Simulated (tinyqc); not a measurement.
# Van der Pauw, Hall and four-point-probe measurements on a doped layer: correction factor against the shape of the sample

A uniform p-type layer with sheet resistance Rs = 1/(q ns mu), point contacts, low field (mu B small).

Rs = 1/(q ns mu). For a rectangle with contacts at the corners, RA = (8 Rs/pi) sum_(k>=0) ln coth((2k + 1) pi a/(2 b)) with current along a short side b and voltage along the opposite one, RB the same with a and b exchanged. ar = a/b. F = Rs/[(pi/ln 2)(RA + RB)/2]; small-asymmetry estimate 1 - (ln 2/2) d^2 - ((ln 2)^2/4 - (ln 2)^3/12) d^4 with d = (RB - RA)/(RB + RA).

Inputs (values chosen for the exercise): sheet density of the layer ns = 3.1e13 cm^-2; drift mobility mu = 37 cm^2/(V s).

Constants: q = 1.602176634e-19 C. Results are converted to the units shown.

Result of one run:
```
ar  RA (ohm)  RB (ohm)  RB/RA       F  estimate of F
2      51.75      6107  118.0  0.3899         0.5787
```

What becomes of these results when the side ratio a/b of a rectangular sample with corner contacts ar is changed from 2 to 1.57, all else the same?

Result of the changed run:
```
ar    RA (ohm)  RB (ohm)  RB/RA       F  estimate of F
1.57     199.8      3840  19.22  0.5944         0.6577
```

The whole series:
```
ar    RA (ohm)  RB (ohm)  RB/RA       F  estimate of F
1         1201      1201  1.000   1.000          1.000
1.14     772.2      1771  2.293  0.9442         0.9444
1.29     481.8      2452  5.089  0.8185         0.8249
1.43     310.2      3132  10.09  0.6977         0.7254
1.57     199.8      3840  19.22  0.5944         0.6577
1.71     128.7      4567  35.48  0.5114         0.6167
1.86     80.35      5359  66.70  0.4415         0.5917
2        51.75      6107  118.0  0.3899         0.5787
```

RB/RA rises from 1.00 to 118 and F falls from 1.00 to 0.390. The estimate is 0.78 % above F at a/b = 1.29 and 48 % above it in the last row. RA shrinks about as exp(-pi a/b): by a factor of 1.55 between the last two rows, against 1.55.

Numbers from tinyqc (`OMP_NUM_THREADS=1 python tinyqc.py 2850209 2850210 out.jsonl`; about 0.01 s on one thread of a shared Intel Xeon 2.30GHz).
